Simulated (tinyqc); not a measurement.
Worked calculation: dopant redistribution at a moving silicon-oxide interface during parabolic oxidation. Computed by tinyqc, a small Python program that keeps every step. Command: `OMP_NUM_THREADS=1 python tinyqc.py 3018234 3018235 out.jsonl segox walk`. One thread of a shared host (Intel(R) Xeon(R) Processor @ 2.30GHz), about 0.01 s of CPU time with the checks. Intermediate numbers are printed to about 7 digits and carried at full precision; extremes and crossings named in words are read from the listed rows.

Uniformly doped silicon is oxidised with x_ox = sqrt(B t); the interface advances into the silicon by alpha x_ox, alpha = 0.44. The dopant does not move in the oxide, and at the interface C(silicon) = m C(oxide).

Inputs (values chosen for the exercise, modelled on boron in silicon under steam):
```
quantity                                           value    unit
dopant prefactor D0                                 1.17  cm^2/s
dopant activation energy E                          3.47      eV
oxidation prefactor B0                               397  um^2/h
oxidation activation energy E_B                    0.784      eV
segregation coefficient m = C(silicon)/C(oxide)     0.31       -
bulk doping C_B                                  3.9e+17  1/cm^3
temperature T                                       1050       C
time t                                              0.55       h
```

Constants: k_B = 8.617333262e-05 eV/K.

## Rates

D = D0 exp(-E/(k_B T)), converted with 1 cm^2/s = 3.6e11 um^2/h; B = B0 exp(-E_B/(k_B T)); s = alpha sqrt(B/(4 D)), the interface advance over 2 sqrt(D t). Temperatures in kelvin are T(C) + 273.15.

D = 0.02555766 um^2/h

B = 0.4098207 um^2/h

s = 0.8809659

oxide thickness = 0.4747645 um

diffusion length 2 sqrt(D t) = 0.2371220 um

Interface and diffusion move at similar speeds. Caution: in this case the oxide is not much thicker than a typical Deal-Grove length A, so real growth is slower than parabolic. Caution: parabolic growth needs an oxide much thicker than the Deal-Grove length A, which fails for thin films and low temperatures; oxidation-enhanced or retarded diffusion is ignored.

## Interface concentration

With the dopant diffusivity D and s = alpha x_ox/(2 sqrt(D t)), in the silicon C = C_B + (C_s - C_B) erfc(y/(2 sqrt(D t)))/erfc(s), y from the original surface. Dopant balance at the interface gives C_s/C_B = 1/[1 + (1/(m alpha) - 1) g], g = sqrt(pi) s exp(s^2) erfc(s).

g = 0.7220775

ratio C_s/C_B = 0.1794770

C_s in the silicon = 6.999602e+16 1/cm^3

concentration in the oxide = 2.257936e+17 1/cm^3

m alpha = 0.136: the oxide takes more dopant than the consumed silicon held, so the silicon is depleted. For a very fast interface the ratio would tend to m alpha.

## Dose moved

Consumed silicon held alpha x_ox C_B; the oxide holds x_ox times the dopant concentration in the oxide; the difference is the excess in the silicon; 1 um = 1e-4 cm.

dopant in the consumed silicon = 8.146959e+12 1/cm^2

dopant in the oxide = 1.071988e+13 1/cm^2

excess in the silicon = -2.572920e+12 1/cm^2

## Profile below the interface

Depths z are counted from the present interface: y/(2 sqrt(D t)) = s + z/(2 sqrt(D t)); take z/(2 sqrt(D t)) = 0, 0.05, 0.1, 0.2, 0.3, 0.5, 0.75, 1, 1.5.

Profile:
```
z/(2 sqrt(D t))     z (um)      C/C_B
0.00             0.0000000  0.1794770
0.05             0.0118561  0.2752234
0.10             0.0237122  0.3624619
0.20             0.0474244  0.5128979
0.30             0.0711366  0.6341296
0.50             0.1185610  0.8040487
0.75             0.1778415  0.9187198
1.00             0.2371220  0.9698795
1.50             0.3556830  0.9970721
```

## Temperature and segregation coefficient

The formulas are those given above.

C_s/C_B:
```
T (C)         s     this m    m = 0.2  m = 1/alpha    m = 10
850    7.175610  0.1375212  0.0887643            1  4.263159
900    3.972069  0.1399128  0.0903968            1  4.004202
950    2.307667  0.1458793  0.0944837            1  3.503660
1000   1.399117  0.1582002  0.1029871            1  2.852468
1050   0.880966  0.1794770  0.1178780            1  2.262285
1100   0.573713  0.2112970  0.1406489            1  1.836759
1150   0.385051  0.2539896  0.1721834            1  1.558782
1200   0.265520  0.3066134  0.2126902            1  1.381219
```

s falls from 7.18 to 0.266 as T rises, because diffusion has the larger activation energy (3.47 against 0.784 eV); the ratio for this m moves from 0.138 to 0.307, towards 1. At m = 1/alpha the oxide takes exactly what the silicon held, and nothing moves. The ratio does not depend on time, since both lengths grow as sqrt(t).

Checks made by the program: excess against the integral of the profile (relative difference below 1e-10).
